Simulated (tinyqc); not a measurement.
What moves the results: polar nitride quantum well with polarisation fields. A value that a table varies takes the place of the one given here.

Growth along [0001]. e_par = (a_sub - a)/a, Ppz = 2 e_par (e31 - e33 C13/C33), P = Psp + Ppz in each layer; strain relaxation and the strain shift of the gaps are left out, although thick layers with more than about 1 % mismatch would relax.

In a periodic stack without free charge the potential drop over a period vanishes: F_w = (P_b - P_w) Lb/(eps0 (eps_w Lb + eps_b Lw)), F_b = -F_w Lw/Lb, eps0 = 8.8541878e-12 F/m; 1 MV/cm = 1e8 V/m = 0.01 V/angstrom.

Envelope functions on cells of 0.25 angstrom over barrier, well, barrier (widths Lb, Lw, Lb), psi = 0 beyond, psi'/m continuous (mean mass between points), c = hbar^2/2m0. With u(z) the integral of e F (F_w in the well, F_b = -F_w Lw/Lb in the barriers, 1 MV/cm = 0.01 V/angstrom), zero at the centre of the well, the electron sees u plus Vc in the barriers and the hole -u plus Vv. The transition is Eg + E_e + E_h; excitons are left out.

Constants: hbar^2/2m0 = 3.80998211 eV angstrom^2; hc = 1239.841984 eV nm.

Parameters, chosen for this exercise (near those of a GaN well in AlGaN; not measured data):

| symbol | value | unit | meaning |
|---|---|---|---|
| a_w | 3.189 | angstrom | lattice constant a, well |
| a_b | 3.149 | angstrom | lattice constant a, barrier |
| a_sub | 3.189 | angstrom | in-plane lattice constant of the stack |
| Psp_w | -0.0341 | C/m^2 | spontaneous polarisation |
| Psp_b | -0.0582 | C/m^2 | spontaneous polarisation |
| e31_w | -0.338 | C/m^2 |  |
| e31_b | -0.441 | C/m^2 |  |
| e33_w | 0.676 | C/m^2 |  |
| e33_b | 1.065 | C/m^2 |  |
| C_w | 0.271 |  | C13/C33 |
| C_b | 0.273 |  | C13/C33 |
| eps_w | 10.4 |  | dielectric constant |
| eps_b | 10.2 |  | dielectric constant |
| Lb | 55 | angstrom | barrier width |
| Eg | 3.44 | eV | gap of the well |
| Vc | 0.843 | eV | conduction offset |
| Vv | 0.397 | eV | valence offset |
| me | 0.2 | m0 | electron, well |
| meb | 0.262 | m0 | electron, barrier |
| mh | 1.23 | m0 | hole, everywhere |
| Ls | (10, 14, 20, 28, 38, 50) | angstrom | well widths |
| Lw | 24 | angstrom | well width |

## Width of the well

Field, levels and overlap anew for each width.

Results:

| Lw (angstrom) | F_w (MV/cm) | E (eV) | E without field (eV) | overlap^2 | ln overlap^2 |
|---|---|---|---|---|---|
| 10 | -3.934 | 3.9118 | 3.9696 | 0.750 | -0.29 |
| 14 | -3.710 | 3.7104 | 3.8134 | 0.585 | -0.54 |
| 20 | -3.417 | 3.4890 | 3.6808 | 0.300 | -1.21 |
| 28 | -3.092 | 3.2641 | 3.5906 | 0.0788 | -2.54 |
| 38 | -2.763 | 3.0402 | 3.5345 | 0.00863 | -4.75 |
| 50 | -2.451 | 2.8250 | 3.5005 | 0.000354 | -7.95 |

The red shift grows from 58 to 676 meV. The line drops below Eg between 20 and 28 angstrom, which a square well can never do. Over the last two rows dE/dLw = -17.9 meV per angstrom, against -|e F_w| = -24.5 in the last row; the field itself weakens by 38 % over the table, since a wider well shares the drop with the barrier. The overlap falls by a factor 2.12e+03.

## Screening the field

F_w = -3.2466 MV/cm

Carriers or a semipolar orientation reduce the field; here it is simply scaled in well and barrier.

Results:

| share of the field | F_w (MV/cm) | E (eV) | nm | overlap^2 | separation (angstrom) |
|---|---|---|---|---|---|
| 1.0 | -3.247 | 3.3697 | 367.9 | 0.16 | 13.4 |
| 0.8 | -2.597 | 3.4478 | 359.6 | 0.25 | 12.0 |
| 0.6 | -1.948 | 3.5166 | 352.6 | 0.39 | 10.2 |
| 0.4 | -1.299 | 3.5732 | 347.0 | 0.59 | 7.9 |
| 0.2 | -0.649 | 3.6129 | 343.2 | 0.83 | 4.6 |
| 0.0 | 0.000 | 3.6279 | 341.8 | 0.98 | 0.0 |

Full screening shifts the line by -26.2 nm (+258 meV). The first fifth of the screening gives 78 meV and the last fifth 15 meV; a purely quadratic shift would give a ratio of 9, a linear one 1, and here it is 5.2.

## What each parameter does

Polarisation, field, levels and overlap anew. Each row changes one parameter from the base and keeps the others.

Results:

| case | F_w (MV/cm) | E (eV) | overlap^2 | red shift (meV) |
|---|---|---|---|---|
| base | -3.247 | 3.3697 | 0.16 | 258 |
| Lw = 29 angstrom | -3.056 | 3.2393 | 0.065 | 344 |
| Lb = 80 angstrom | -3.582 | 3.3233 | 0.13 | 305 |
| a_sub = 3.179 angstrom | -3.142 | 3.3829 | 0.17 | 245 |
| Psp_b = -0.064 C/m^2 | -3.688 | 3.3123 | 0.12 | 316 |
| e33_w = 0.744 C/m^2 | -3.247 | 3.3697 | 0.16 | 258 |
| eps_w = 11.4 | -3.042 | 3.3952 | 0.19 | 233 |
| mh = 0.86 m0 | -3.247 | 3.3941 | 0.20 | 245 |
| Vc = 0.717 eV | -3.247 | 3.3542 | 0.15 | 266 |

The largest shifts from the base row, up to three for each result and ties (the steps differ in size, so this ranks the rows, not the parameters). F_w (MV/cm): Psp_b -0.441, Lb -0.335, eps_w +0.205; unchanged at the printed digits by e33_w, mh and Vc. E (eV): Lw -0.1304, Psp_b -0.0574, Lb -0.0464; unchanged at the printed digits by e33_w. overlap^2: Lw -0.0979, Psp_b -0.0417, Lb -0.0363, mh +0.0363; unchanged at the printed digits by e33_w. red shift (meV): Lw +85, Psp_b +57, Lb +46; unchanged at the printed digits by e33_w.

tinyqc: `OMP_NUM_THREADS=1 python tinyqc.py 1281831 1281832 out.jsonl`; about 0.06 s, one thread, shared Intel(R) Xeon(R) Processor @ 2.30GHz.
